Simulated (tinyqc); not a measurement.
Inside a calculation. Method: RHF in the 6-31g basis, for H-, spin multiplicity 1. The basis has no diffuse functions, so it cannot describe the extra electron: this is an exercise in the method, not the real anion. One step of it, computed by the program tinyqc.

Task: Iteration 4: DIIS coefficients. Solve [B -1; -1 0][c; lambda] = [0; -1] for the coefficients, which sum to one.

B (overlaps of the stored error matrices), lower triangle:
```
               1              2              3
1  7.0589637e-03
2  8.8354727e-04  1.1059070e-04
3  2.1660997e-06  2.7112357e-07  6.6468507e-10
```

Give: DIIS coefficients.

Result:

DIIS coefficients: -0.062  0.491  0.570
